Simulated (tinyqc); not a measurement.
# Field length and prefactor from two substrate currents

Inverse problem. For Em = (Vd - Vdsat)/l, Isub/Id = (Ai/Bi)(Vd - Vdsat) exp(-Bi l/(Vd - Vdsat)), and l = sqrt(3 tox xj). Find l, Ai and xj.

Inputs (values chosen for the exercise): oxide thickness tox = 4 nm; ionisation field Bi = 1.82 MV/cm.

Isub/Id at Vd - Vdsat = 1.3 and 1.7 V: [0.0479237229, 0.139303597]

Solution. ln[Isub/(Id (Vd - Vdsat))] is linear in 1/(Vd - Vdsat) with slope -Bi l.

l = 24.25 nm
Ai = 2.000e6 1/cm
xj = 49.00 nm

Program tinyqc, `OMP_NUM_THREADS=1 python tinyqc.py 2550069 2550070 out.jsonl`; Intel Xeon 2.30GHz, shared host, one thread, about 0.01 s.
